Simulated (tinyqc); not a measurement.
Classical Heisenberg spin chain: exact results, Metropolis, heat-bath and over-relaxation steps, and a Monte Carlo run: one step, computed by the program tinyqc.

E = -J sum_i s_i . s_(i+1) for unit vectors s_i on an open chain; K = J/(k_B T).

Question. Exact results. Each bond angle is independent, so u = <s_i . s_(i+1)> = coth K - 1/K, <s_i . s_(i+n)> = u^n, correlation length xi = -1/ln|u|, energy per bond -J u, heat capacity per bond c/k_B = 1 - K^2/sinh^2 K, and for the long chain chi = mu^2 (1 + u)/(3 k_B T (1 - u)) per spin.

Inputs (values chosen for the exercise, for a model chain of large moments): coupling J = 12 meV; temperature T = 36.9 K; moment mu = 5 mu_B.

Constants: k_B = 8.617333262e-05 eV/K; mu_B = 5.7883818060e-05 eV/T.

Give: K; u; xi; energy per bond; heat capacity; chi over the Curie value; chi.

Answer.

K = 3.7738

u = 0.73607

xi = 3.2634 sites

energy per bond = -8.8329 meV

heat capacity = 0.96993 k_B/bond

chi over the Curie value = 6.5778

chi = 0.99784 mu_B/T per spin

For |K| >> 1, |u| = 1 - 1/|K| and xi = |K| - 1/2 = 3.27: the chain orders only at T = 0, and c tends to k_B, not to zero, a failure of classical spins.
